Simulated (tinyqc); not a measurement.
Changing the silicon available t_Si: thermodynamics of metal silicides: hull, first phase, silicon consumed, nucleation and stability against SiO2. Computed by tinyqc, a small Python program. Command: `OMP_NUM_THREADS=1 python tinyqc.py 3024863 3024864 out.jsonl silphase sweep`. One thread of a shared host (Intel(R) Xeon(R) Processor @ 2.30GHz), about 0.01 s of CPU time with the checks.

Entropies of formation of the solids are neglected, so heats stand for free energies. Si fractions: M2Si 0.3333, MSi 0.5000, MSi2 0.6667.

Inputs (values chosen for the exercise, for a model metal):
```
quantity,value,unit
heat of formation of M2Si,-50,kJ/mol atoms
heat of formation of MSi,-59.3,kJ/mol atoms
heat of formation of MSi2,-22.8,kJ/mol atoms
molar volume of M,9.09,cm^3/mol
molar volume of Si,12.06,cm^3/mol
metal thickness t,13,nm
```

Phases: M2Si, MSi, MSi2.

Method. A phase is stable if it lies below every straight line between a phase on its left and one on its right (M and Si at zero). Distance = its heat less the lowest such line, negative for a stable phase. Overall Si fraction x0 = (t_Si/V_Si)/(t_Si/V_Si + t/V_M). In equilibrium the two stable phases that bracket x0 share the atoms by the lever rule.

One run for each value:
```
silicon available t_Si (nm),overall Si fraction x0,share of atoms in the Si-richer phase
3.9,0.18442,0.55326
10.7,0.38286,0.29716
17.6,0.50506,0.01011
24.4,0.58587,0.17174
31.2,0.64400,0.28799
38.0,0.68781,0.37563
44.9,0.72247,0.44495
51.7,0.74985,0.49969
58.5,0.77230,0.54460
```

What does the table show, and why?

Over the rows, overall Si fraction x0 rises from 0.184 to 0.772 (exponent d ln y / d ln x 0.72 between the first rows and 0.24 between the last); share of atoms in the Si-richer phase goes from 0.553 through a minimum among these rows, 0.0101 at 17.6, to 0.545. The share restarts from zero each time x0 passes the composition of a stable phase.

Extremes, crossings and ranges named in words are read from the listed rows.
